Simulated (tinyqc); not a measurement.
# Frequency dispersion of an accumulation capacitance by border traps, distributed model, step by step

Numbers from tinyqc (`OMP_NUM_THREADS=1 python tinyqc.py 2202235 2202236 out.jsonl`; about 0.5 s on one thread of a shared Intel Xeon 2.30GHz). Printed values are rounded.

Traps spread evenly through the insulator exchange electrons with the semiconductor by tunnelling, with tau(x) = t0 exp(2 ka x) at depth x from the interface. The admittance per area Y seen at depth x obeys dY/dx = -Y^2/(i w eps0 eox) + q Nb ln(1 + i w tau)/tau, with Y(0) = i w Cs and w = 2 pi f; the gate sees Y(tox) = G + i w C. Working variable y = Y/(i w), in uF/cm^2. Cox = eps0 eox/tox.

Inputs (values chosen for the exercise); permittivity close to that of zirconium oxide:

| symbol | value | unit | meaning |
|---|---|---|---|
| eox | 22.5 |  | relative permittivity of the insulator |
| tox | 7.7 | nm | insulator thickness |
| Cs | 1.6 | uF/cm^2 | semiconductor capacitance in accumulation |
| Nb | 1.3e20 | cm^-3 eV^-1 | density of border traps |
| ka | 4.8 | 1/nm | decay constant of the wave function in the insulator |
| t0 | 1e-11 | s | time constant of a trap at the interface |
| f | 1e6 | Hz | frequency |
| xe | 1.5 | nm | depth down to which the steps are taken |

Constants: q = 1.602176634e-19 C, eps0 = 8.8541878128e-14 F/cm where lengths are in cm. Results are converted to the units shown.

## Scales and lumped estimate

Cox; trap-free value 1/(1/Cox + 1/Cs); response depth d = ln(1/(w t0))/(2 ka), where w tau = 1; lumped estimate: all traps within d act as C_bt = q Nb d placed at d/2, so C = 1/{1/[1/(1/Cs + d/(2 eps0 eox)) + C_bt] + (tox - d/2)/(eps0 eox)}.

Cox = 2.587263 uF/cm^2
trap-free C = 0.9886221 uF/cm^2
d = 1.007818 nm
C_bt = 2.099112 uF/cm^2
lumped C = 1.571893 uF/cm^2

The traps within reach amount to 1.31 Cs and lie in the first 13.1 % of the insulator.

## Midpoint steps through the active depth

In terms of y: dy/dx = -y^2/(eps0 eox) + s(x), s = q Nb ln(1 + z)/z, z = i w tau. 10 midpoint steps of h = xe/10: y_half = y + (h/2) y'(x, y), y(new) = y + h y'(x + h/2, y_half).

```
point  x (nm)    s (uF/(cm^2 nm))         y (uF/cm^2)
0           0  2.082830-0.000065i  1.600000+0.000000i
1        0.15  2.082830-0.000276i  1.889456-0.000020i
2         0.3  2.082829-0.001166i  2.170784-0.000104i
3        0.45  2.082814-0.004920i  2.443056-0.000457i
4         0.6  2.082554-0.020761i  2.705477-0.001941i
5        0.75  2.077933-0.087335i  2.957249-0.008187i
6         0.9  2.001317-0.348377i  3.195182-0.034125i
7        1.05  1.365033-0.818239i  3.382769-0.122554i
8         1.2  0.465446-0.611336i  3.421294-0.232374i
9        1.35  0.119582-0.256235i  3.370085-0.280098i
10        1.5  0.028860-0.087304i  3.295744-0.288221i
```

## Capacitance and conductance at the gate

y at xe = 3.295744-0.288221i uF/cm^2

Beyond xe the traps are ignored, so 1/y(tox) = 1/y(xe) + (tox - xe)/(eps0 eox); C = Re y, G/w = -Im y, loss tangent G/(w C).

y at the gate = 1.630082-0.070102i uF/cm^2
C = 1.630082 uF/cm^2
G/w = 0.07010212 uF/cm^2
loss tangent = 0.04300527

A fine integration over the whole insulator gives C = 1.6317 and G/w = 0.07273 uF/cm^2; the coarse G/w is 3.6 % below that. The fine C is 65 % above the trap-free value, and the lumped estimate is 3.7 % below the fine result.
